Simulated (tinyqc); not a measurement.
## Implanted layer, carriers, mobility and sheet resistance: effect of the peak chemical concentration

An n-type layer from the surface x = 0 to the junction xj, N(x) = N0 exp(-(x - Rp)^2/(2 sg^2)). Local neutrality (no depletion at surface or junction, no spilling of carriers), intrinsic carriers neglected, full ionisation of active dopants.

xj = Rp + sg sqrt(2 ln(N0/Nb)). Active dopant A = min(N, Ns); n = A - Nb; mobility mu = m1 + (m2 (T/300 K)^(-bt) - m1)/(1 + ((A + Nb)/Nr)^am). Dose = integral of N, carrier sheet density = integral of n, 1/Rs = q integral of n mu, mean mobility 1/(q Rs sheet density), Hall mobility (unit Hall factor) = integral of n mu^2 over integral of n mu, Hall sheet density = (integral of n mu)^2/integral of n mu^2; all from 0 to xj. Integrals on 4000 steps.

Inputs (values chosen for the exercise); values close to those of phosphorus in silicon over a p-type background: temperature T = 300 K; background doping of the opposite type Nb = 1e15 cm^-3; mobility limit at high doping m1 = 69.3 cm^2/(V s); mobility limit at low doping, at 300 K m2 = 1410 cm^2/(V s); reference doping of the mobility law Nr = 9.32e16 cm^-3; exponent of the mobility law am = 0.692; temperature exponent of m2 bt = 2.4; solubility limit of active dopant Ns = 4.06e20 cm^-3; straggle after annealing sg = 20 nm; projected range Rp = 24 nm.

Constants: q = 1.602176634e-19 C. Results are converted to the units shown.

Results:
columns A: N0 (cm^-3); B: xj (nm); C: dose (cm^-2); D: carriers (cm^-2); E: Rs (ohm/square); F: mean mobility (cm^2/(V s)); G: Rs xj (ohm nm); H: Hall/true sheet density
```
A           B         C         D      E      F        G       H
5.3e17  94.84  2.351e12  2.341e12   5964  447.0  5.656e5  0.9432
1.5e18  100.5  6.654e12  6.644e12   3244  289.6  3.259e5  0.9063
3.9e18  105.3  1.730e13  1.729e13   1844  195.7  1.943e5  0.8826
1.1e19  110.3  4.880e13  4.879e13  943.3  135.6  1.040e5  0.8842
2.9e19  114.7  1.287e14  1.286e14  463.5  104.7  5.315e4  0.9108
7.9e19  119.0  3.505e14  3.505e14  203.6  87.48  2.422e4  0.9466
2.2e20  123.2  9.760e14  9.760e14  81.55  78.42  1.005e4  0.9743
1.6e21  130.9  7.098e15  2.711e15  31.04  74.17     4063  0.9903
```

Estimate the missing row, N0 = 5.9e20 cm^-3.

Computed row:
columns A: N0 (cm^-3); B: xj (nm); C: dose (cm^-2); D: carriers (cm^-2); E: Rs (ohm/square); F: mean mobility (cm^2/(V s)); G: Rs xj (ohm nm); H: Hall/true sheet density
```
A           B         C         D      E      F     G       H
5.9e20  127.1  2.617e15  2.209e15  37.87  74.61  4813  0.9874
```

With this row back in the table: As N0 goes from 5.3e17 to 1.6e21, xj rises from 94.8 to 131 nm, Rs falls from 5960 to 31.0 ohm/square, the mean mobility falls from 447 to 74.2 cm^2/(V s) and the share of the dose that conducts goes from 99.6 through a maximum of 100 (at N0 = 2.2e20 among the rows listed) to 38.2 %. Rs goes as dose^(-0.59) at the low end and dose^(-0.20) at the high end; constant mobility and activation would give -1. Above N0 = Ns = 4.06e20 cm^-3 added dopant only widens the clipped top.

Computed by the program tinyqc: `OMP_NUM_THREADS=1 python tinyqc.py 2110159 2110160 out.jsonl`, one thread of a shared Intel Xeon 2.30GHz, about 0.01 s for the whole run.
